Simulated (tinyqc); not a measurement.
Changing the B0 of phase 2: pressure-driven transition between two phases with analytic equations of state. Computed by tinyqc, a small Python program. Command: `OMP_NUM_THREADS=1 python tinyqc.py 3014264 3014265 out.jsonl transition sweep`. One thread of a shared host (Intel(R) Xeon(R) Processor @ 2.30GHz), about 0.01 s of CPU time with the checks.

Each phase obeys E = E0 + (B0 V/B') [(V0/V)^B'/(B' - 1) + 1] - B0 V0/(B' - 1), P = (B0/B') [(V0/V)^B' - 1]; E0 = 0 for phase 1 and Delta E0 for phase 2. H = E + P V.

Inputs (values chosen for the exercise, for two model phases):

| quantity | value | unit |
|---|---|---|
| volume V0 of phase 1 | 25.7 | angstrom^3/atom |
| B0 of phase 1 | 73.7 | GPa |
| B' of phase 1 | 3.9 | - |
| volume V0 of phase 2 | 23.1 | angstrom^3/atom |
| B' of phase 2 | 3.82 | - |
| energy of phase 2 above phase 1, Delta E0 | 0.049 | eV/atom |

Equation of state: Murnaghan.

Constants: 1 eV/angstrom^3 = 160.2176634 GPa.

Method. Start from P = Delta E0/(V0 of phase 1 - V0 of phase 2); at each P solve P(V) = P for both phases and step P(new) = P - (H_2 - H_1)/(V_2 - V_1); stop when |H_2 - H_1| < 1e-10 eV. At the zero-temperature transition the volume change is V_2/V_1 - 1 and the work is P (V_1 - V_2).

One run for each value:

| B0 of phase 2 (GPa) | transition pressure (GPa) | volume change (%) | V_2 at the transition (angstrom^3) |
|---|---|---|---|
| 44.2 | 2.798 | -12.01 | 21.83 |
| 55.7 | 2.928 | -11.10 | 22.02 |
| 70.0 | 3.052 | -10.29 | 22.19 |
| 88.1 | 3.171 | -9.57 | 22.33 |
| 111.0 | 3.282 | -8.94 | 22.46 |
| 140.0 | 3.385 | -8.38 | 22.57 |
| 176.0 | 3.478 | -7.91 | 22.66 |
| 221.0 | 3.560 | -7.51 | 22.74 |

What does the table show, and why?

Over the rows, transition pressure (GPa) rises from 2.80 to 3.56 (exponent d ln y / d ln x 0.20 between the first rows and 0.10 between the last); volume change (%) rises from -12.0 to -7.51 (exponent d ln y / d ln x -0.34 between the first rows and -0.23 between the last); V_2 at the transition (angstrom^3) rises from 21.8 to 22.7 (exponent d ln y / d ln x 0.038 between the first rows and 0.015 between the last). A softer dense phase shrinks more under load and so takes over earlier.
